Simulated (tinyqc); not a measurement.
# Worked calculation: thermophotovoltaic cell, detailed-balance limit

Program tinyqc, `OMP_NUM_THREADS=1 python tinyqc.py 2820037 2820038 out.jsonl`; Intel Xeon 2.30GHz, shared host, one thread, about 0.01 s. Printed values are rounded.

Every photon above the gap Eg makes one pair and none below is absorbed; carriers thermalise at T and move without loss. Jsc = q F Phi(Eg, Ts); the dark current is J0 = q ge Phi(Eg, T)/ERE with the Boltzmann factor exp(V/Vt). Photons below the gap return to the emitter with reflectance Rf, and the efficiency is the electrical power over the radiant power not returned (luminescence back to the emitter is not credited).

Values chosen for this exercise: cell temperature T = 280 K; emitter temperature Ts = 1400 K; share of the hemisphere filled by the emitter F = 0.62; reflectance for photons below the gap Rf = 0.8; external radiative efficiency ERE = 0.1; number of faces that emit ge = 1; band gap Eg = 0.53 eV.

Constants: q = 1.602176634e-19 C, kB = 1.380649e-23 J/K, h = 6.62607015e-34 J s, c = 299792458 m/s, Vt = kB T/q. Results are converted to the units shown.

Range of the model: Voc lies within a few Vt of the gap, where the Boltzmann form of the emission begins to fail.

## Photon flux of the source, term by term

Photon flux above E from a black body at temperature T into a hemisphere: Phi(E, T) = A sum_k exp(-k E/th)[E^2 th/k + 2 E th^2/k^2 + 2 th^3/k^3], k = 1, 2, ..., with th = kB T/q in eV and A = 2 pi q^3/(h^3 c^2). The first six terms at E = Eg, T = Ts are listed; the flux takes all.

th = 0.120643 eV
A = 9.88329e22 cm^-2 s^-1 eV^-3
terms k = 1..6 (eV^3): [6.53056e-4, 3.24584e-6, 2.48235e-8, 2.21646e-10, 2.14286e-12, 2.17434e-14]
Phi(Eg, Ts) = 6.48667e19 cm^-2 s^-1

The first term, the Boltzmann limit, holds 99.5 % of the flux.

## Photocurrent, dark current and incident power

Photon flux above E from a black body at temperature T into a hemisphere: Phi(E, T) = A sum_k exp(-k E/th)[E^2 th/k + 2 E th^2/k^2 + 2 th^3/k^3], k = 1, 2, ..., with th = kB T/q in eV and A = 2 pi q^3/(h^3 c^2). Jsc = q F Phi(Eg, Ts), J0 = q ge Phi(Eg, T)/ERE. Pin = F sigma Ts^4, sigma = 2 pi^5 kB^4/(15 h^3 c^2). Power above the gap: Pg = F A q sum_k exp(-k Eg/th)[Eg^3 a + 3 Eg^2 a^2 + 6 Eg a^3 + 6 a^4], a = th/k at Ts; power not returned Pab = Pin - Rf (Pin - Pg).

Jsc = 6443.53 mA/cm^2
J0 = 3.39318e-4 mA/cm^2
Pin = 13505.7 mW/cm^2
Pab = 6316.85 mW/cm^2

## Iteration 1: maximum power point by substitution

v at the start = 0

v = Vmp/Vt solves (1 + v) exp(v) = 1 + Jsc/J0; v(new) = ln[(1 + Jsc/J0)/(1 + v)].

v after iteration 1 = 16.7594

## Iteration 2: maximum power point by substitution

As before.

v after iteration 2 = 13.8825

## Course of the iteration: maximum power point by substitution

Stop when v changes by less than 1e-10, or after 40 iterations.

Course of the iteration:
```
iteration        v  |change|
1          16.7594      16.8
2          13.8825      2.88
3          14.0592     0.177
4          14.0474    0.0118
5          14.0482   7.84e-4
6          14.0481   5.21e-5
7          14.0482   3.46e-6
8          14.0482   2.30e-7
9          14.0482   1.53e-8
10         14.0482   1.02e-9
11         14.0482  6.75e-11
```

Converged in 11 iterations. At the end each change is about 0.066 times the one before, with alternating sign: linear convergence.

## Voltages, fill factor and efficiency

v = 14.0482

Voc = Vt ln(1 + Jsc/J0), Vmp = v Vt, Jmp = Jsc - J0 (exp(v) - 1), FF = Vmp Jmp/(Voc Jsc), efficiency Vmp Jmp/Pab.

Voc = 0.404380 V
Eg/q - Voc = 0.125620 V
Vmp = 0.338961 V
Jmp = 6015.34 mA/cm^2
FF = 0.782522
efficiency = 32.2782 %

Of the voltage deficit, Vt ln(1/ERE) = 55.6 mV is due to non-radiative recombination.
